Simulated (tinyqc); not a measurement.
Single-oscillator infrared dielectric function of a polar cubic crystal: one step, computed by the program tinyqc.

One ion pair, charges +Z* and -Z*, in a cell of volume Omega = a^3/4. Frequencies omega are given as wavenumbers (1/cm); eps_s is the static dielectric constant.

Task: LO frequency and static constant from the Born charge. mu = M_A M_B/(M_A + M_B); ionic plasma term W^2 = 4 pi Z*^2 (e^2/(4 pi eps_0))/(Omega mu) in eV/(angstrom^2 u), turned into 1/cm by W = 15.6333042 x 33.35640952 x sqrt(W^2); omega_LO^2 = omega_TO^2 + W^2/eps_inf; eps_s = eps_inf + W^2/omega_TO^2; Szigeti charge 3 Z*/(eps_inf + 2); longitudinal (Callen) charge Z*/eps_inf.

Inputs (values chosen for the exercise, modelled on gallium arsenide): lattice constant a = 5.653 angstrom; mass M_A = 69.72 u; mass M_B = 74.92 u; omega_TO = 269 1/cm; Born charge Z* = 2.12 e; eps_inf = 10.6.

Structure: zinc blende. Free carriers: absent.

Constants: nu for 1 eV/(angstrom^2 u) = 15.6333042 THz; 1 THz = 33.35640952 1/cm; e^2/(4 pi eps_0) = 14.39964548 eV angstrom.

Give: reduced mass mu; W; omega_LO; eps_s; Szigeti charge; Callen charge.

Result:

reduced mass mu = 36.113 u

W = 368.23 1/cm

omega_LO = 291.81 1/cm

eps_s = 12.474

Szigeti charge = 0.50476 e

Callen charge = 0.2 e

omega_LO/omega_TO = 1.085; the ions supply 15 % of eps_s.
